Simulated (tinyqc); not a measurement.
Binding against position: donor or exciton in a quantum well (variational effective-mass method). Computed by tinyqc, a small Python program. Command: `OMP_NUM_THREADS=1 python tinyqc.py 3027661 3027662 out.jsonl welldonor walk`. One thread of a shared host (Intel(R) Xeon(R) Processor @ 2.30GHz), about 0.04 s of CPU time with the checks.

H = -nabla^2 - 2/|r - r_i| + V(z) in effective units; trial function psi = f(z) exp(-|r - r_i|/lambda), f the ground state of the well. Mass and screening are the same in well and barrier; l = L/a* is the width in effective units. Bands are flat: no polarisation or applied field.

Inputs (values chosen for the exercise, modelled on InP): electron mass m = 0.0795 m_0; dielectric constant eps = 12.5; well width L = 4.7 nm.

Centre: donor. Barriers: infinite.

Constants: Ry = 13.605693123 eV; a_0 = 0.529177210903 angstrom.

Method:
- Ry* = Ry m/eps^2, a* = a_0 eps/m; l = L/a*.
- k = pi/l; f = cos(k z) inside and zero outside; subband energy k^2 Ry*.
- Binding E_b(lambda) = -1/lambda^2 + 4 A/(lambda B), with A = int f^2 exp(-2 s/lambda) dz, B = int f^2 exp(-2 s/lambda)(1 + 2 s/lambda) dz and s = |z - z_i|; 40 Gauss-Legendre points on each piece between the walls at z = -l/2 and l/2 and z_i.
- Each row maximises over lambda (golden section, 0.3 to 4).

l = 0.564877

Ry* = 6.92258 meV

Against position:
```
z_i/L  lambda (a*)  binding (Ry*)  binding (meV)
0.0         0.7150         2.6679         18.469
0.1         0.7321         2.5839         17.887
0.2         0.7841         2.3652         16.373
0.3         0.8678         2.0911         14.476
0.4         0.9700         1.8359         12.709
0.5         1.0725         1.6328         11.303
```

What does the comparison show, and why?

From the centre to the wall the binding falls from 18.469 to 11.303 meV, 61 % of the centre value, since the walls keep the electron away from an off-centre ion; uniform doping thus gives a band of levels 7.166 meV wide, with a peak in its density at the centre value, where the slope vanishes. Caution: so narrow a well has large confinement energy, where non-parabolicity and barrier penetration matter.

Extremes, crossings and ranges named in words are read from the listed rows.
